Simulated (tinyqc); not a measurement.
Capacitance measurement on a leaky thin oxide: effects of series resistance and leakage: one step of the calculation.

The device is a capacitance C in parallel with a leakage conductance G, in series with Rs and Ls. An impedance meter reports either a parallel pair (Cp, Gp) from Y = 1/Z = Gp + i w Cp or a series pair (Cs, Rm) from Z = Rm + 1/(i w Cs); w = 2 pi f, dissipation D = Gp/(w |Cp|).

Task. True capacitance and conductance. EOT = 3.9 tox/eox; CET = EOT + zc + zp; C = 3.9 eps0 A/CET; G = Jg A/Vs.

Parameters, values chosen for the exercise; values of the order met in thin-oxide MOS capacitors: relative permittivity of the gate insulator (close to silicon dioxide) eox = 3.9; insulator thickness tox = 2.2 nm; gate area A = 2500 um^2; oxide-equivalent thickness added by the accumulation layer zc = 0.54 nm; oxide-equivalent thickness added by gate depletion zp = 0.38 nm; gate leakage current density, not matched to the thickness Jg = 0.0049 A/cm^2; voltage for an e-fold rise of the leakage Vs = 0.28 V.

Constants: eps0 = 8.8541878128e-14 F/cm where lengths are in cm. Results are converted to the units shown.

Find: EOT; CET; C; G.

Result.

EOT = 2.2000 nm
CET = 3.1200 nm
C = 27.669 pF
G = 0.43750 uS

Numbers from tinyqc (`OMP_NUM_THREADS=1 python tinyqc.py 2022189 2022190 out.jsonl`; about 0.01 s on one thread of a shared Intel Xeon 2.30GHz).
